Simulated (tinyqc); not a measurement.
# Geometry relaxation of a small cluster, step by step

A worked calculation. Computed by tinyqc, a small Python program that keeps every step. Command: `OMP_NUM_THREADS=1 python tinyqc.py 3006625 3006626 out.jsonl relax walk`. One thread of a shared host (Intel(R) Xeon(R) Processor @ 2.30GHz), about 0.01 s of CPU time with the checks. Intermediate numbers are printed to about 7 digits and carried at full precision; extremes and crossings named in words are read from the listed rows.

E = sum_(i<j) phi(r_ij), phi(r) = eps [exp(-2 alpha (r - r0)) - 2 exp(-alpha (r - r0))]; the force on i is -sum_j phi'(r_ij) (R_i - R_j)/r_ij.

Inputs (values chosen for the exercise, for model atoms):

| quantity | value | unit |
|---|---|---|
| length r0 | 2.99 | angstrom |
| well depth eps | 0.22 | eV |
| stiffness alpha | 1.65 | 1/angstrom |
| step factor eta | 0.32 | angstrom^2/eV |
| largest number of steps | 500 | - |

Potential: Morse. Method: FIRE.

starting positions (angstrom):
```
           x     y      z
atom 1  0.13  0.04   0.12
atom 2  2.99  -0.1  -0.05
atom 3  1.71  2.58  -0.07
```

## Energy and forces at the start

Evaluate E and the forces at the starting positions.

distances (angstrom): 1-2 2.868466, 1-3 2.997349, 2-3 2.970051

energy at the start = -0.6488742 eV

forces (eV/angstrom):
```
                 x           y           z
atom 1  -0.1918670   0.0169407   0.0111276
atom 2   0.2072446  -0.0322713  -0.0115065
atom 3  -0.0153777   0.0153306   0.0003789
```

## The first two steps

FIRE with unit mass: if F.v > 0, v = (1 - a) v + a |v| F/|F|, and after more than 5 such steps in a row dt = min(1.1 dt, 5 dt0), a = 0.99 a; else v = 0, a = 0.1, and dt = dt/2 (not at the first step). Then v = v + dt F, R(new) = R + dt v. dt0 = sqrt(eta), a = 0.1 at first. No atom moves more than 0.3 angstrom a step (the whole step is scaled). Stop when the largest force component is below 1e-5 eV/angstrom.

positions after step 1 (angstrom):
```
               x          y          z
atom 1  0.068603   0.045421   0.123561
atom 2  3.056318  -0.110327  -0.053682
atom 3  1.705079   2.584906  -0.069879
```

energy after step 1 = -0.6588276 eV

positions after step 2 (angstrom):
```
               x          y          z
atom 1  0.071023   0.048120   0.123314
atom 2  3.054649  -0.108277  -0.053655
atom 3  1.704328   2.580157  -0.069658
```

energy after step 2 = -0.6593053 eV

## All steps

The formulas are those given above.

Course of the relaxation:

| step | E (eV) | largest force (eV/angstrom) | force calls |
|---|---|---|---|
| 0 | -0.6488742 | 2.072446e-01 | 1 |
| 1 | -0.6588276 | 5.936210e-02 | 2 |
| 2 | -0.6593053 | 4.632679e-02 | 3 |
| 3 | -0.6598282 | 2.214504e-02 | 4 |
| 4 | -0.6599127 | 1.574667e-02 | 5 |
| 5 | -0.6599237 | 1.475254e-02 | 6 |
| 6 | -0.6599428 | 1.283886e-02 | 7 |
| 7 | -0.6599647 | 1.014660e-02 | 8 |
| 8 | -0.6599837 | 6.868852e-03 | 9 |
| ... | ... | ... | ... |
| 40 | -0.6600000 | 1.202479e-04 | 41 |
| 41 | -0.6600000 | 1.089408e-04 | 42 |
| 42 | -0.6600000 | 9.485881e-05 | 43 |
| 43 | -0.6600000 | 7.764136e-05 | 44 |
| 44 | -0.6600000 | 5.699835e-05 | 45 |
| 45 | -0.6600000 | 3.278628e-05 | 46 |
| 46 | -0.6600000 | 1.010353e-05 | 47 |
| 47 | -0.6600000 | 1.005223e-05 | 48 |
| 48 | -0.6600000 | 9.949915e-06 | 49 |

final positions (angstrom):
```
               x          y          z
atom 1  0.074914   0.059935   0.122641
atom 2  3.055266  -0.102507  -0.053905
atom 3  1.699820   2.562572  -0.068737
```

final energy = -0.6600000 eV

steps = 48

largest force at the end = 9.949915e-06 eV/angstrom

Converged in 48 steps.

## Curvatures at the end

Hessian at the final positions by central differences of the forces; six eigenvalues vanish (translations and rotations). Steepest descent is stable for eta below 2/lambda_max and contracts the softest mode by 1 - eta lambda_min a step.

non-zero eigenvalues (eV/angstrom^2): 1.796815  1.796901  3.593717

condition number = 2.000048

largest stable eta = 0.5565268 angstrom^2/eV

contraction of the softest mode = 0.4250191

All are positive, so the end point is a minimum.

## Four methods from the same start

Steepest descent: R(new) = R + eta F. Conjugate gradient (Polak-Ribiere): d = F + beta d(old), beta = max(0, F.(F - F(old))/|F(old)|^2), d = F at first; step length from one secant, s = eta (F.d)/(F.d - F(R + eta d).d), replaced by eta if that is not positive; R(new) = R + s d. BFGS: R(new) = R + B F with the inverse Hessian B = eta 1 at first; with s = R(new) - R, y = F - F(new), rho = 1/(y.s): B(new) = (1 - rho s y^T) B (1 - rho y s^T) + rho s s^T, skipped if y.s is not positive. In this comparison each method may take up to 1500 steps.

Cost:

| method | steps | force calls | final E (eV) | calls to reach 1e-2 |
|---|---|---|---|---|
| steepest descent | 10 | 11 | -0.6600000 | 4 |
| conjugate gradient | 5 | 11 | -0.6600000 | 5 |
| BFGS | 7 | 8 | -0.6600000 | 4 |
| FIRE | 48 | 49 | -0.6600000 | 9 |

In force calls the order is BFGS (8), steepest descent (11), conjugate gradient (11), FIRE (49). All that converged end at the same energy. Near the minimum steepest descent multiplies the slowest mode by 0.425 in size a step, 3 steps a decade of force, at a condition number of 2.0. On this problem it beats conjugate gradient and FIRE in force calls.

Checks made by the program: forces against finite differences of E (relative difference 9e-10).
